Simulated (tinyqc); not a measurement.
Memristor with linear dopant drift, Biolek window: two steps of the calculation.

A film of thickness D has a doped share x: R = Ron x + Roff (1 - x), i = v/R, dx/dt = k i F with k = mv Ron/D^2 and F = 1 - x^(2 p) for i >= 0 and 1 - (x - 1)^(2 p) for i < 0. The drive is v = V0 sin(2 pi f t). The model has no threshold and no heating.

Parameters, values chosen for the exercise:
- Ron = 100 ohm (resistance of the fully doped film)
- Roff = 16000 ohm (resistance of the undoped film)
- D = 15 nm (film thickness)
- mv = 4.1e-14 m^2/(V s) (dopant mobility)
- x0 = 0.42 (doped share at t = 0)
- V0 = 1.1 V (amplitude)
- p = 3 (window exponent)
- f = 5.2 Hz (frequency)

Question 1. Rate constant, charge and flux scales. k = mv Ron/D^2; R0 = R(x0); without a window the film fills (x = 1) after the charge (1 - x0)/k and the flux (R0^2 - Ron^2)/(2 k (Roff - Ron)); half a period supplies the flux V0/(pi f).

Wanted: k; R0; charge to fill; flux to fill; flux of half a period.

Answer 1.

k = 1.822e4 1/C
R0 = 9322 ohm
charge to fill = 31.83 uC
flux to fill = 0.1499 V s
flux of half a period = 0.06733 V s

Half a period supplies 44.9 % of the flux to fill.

Question 2. One Runge-Kutta step. Step h = 1/(12 f), from t = j h. With g(t, x) = dx/dt: k1 = g(t, x), k2 = g(t + h/2, x + h k1/2), k3 = g(t + h/2, x + h k2/2), k4 = g(t + h, x + h k3), x(new) = x + h (k1 + 2 k2 + 2 k3 + k4)/6.

x at step 2 = 0.45364235
j = 2

Wanted: k1..k4; x at step 3.

Answer 2.

k1..k4 (1/s): [1.9583, 2.2435, 2.2524, 2.4069]
x at step 3 = 0.48932

Computed by the program tinyqc: `OMP_NUM_THREADS=1 python tinyqc.py 2880134 2880135 out.jsonl`, one thread of a shared Intel Xeon 2.30GHz, about 0.2 s for the whole run.
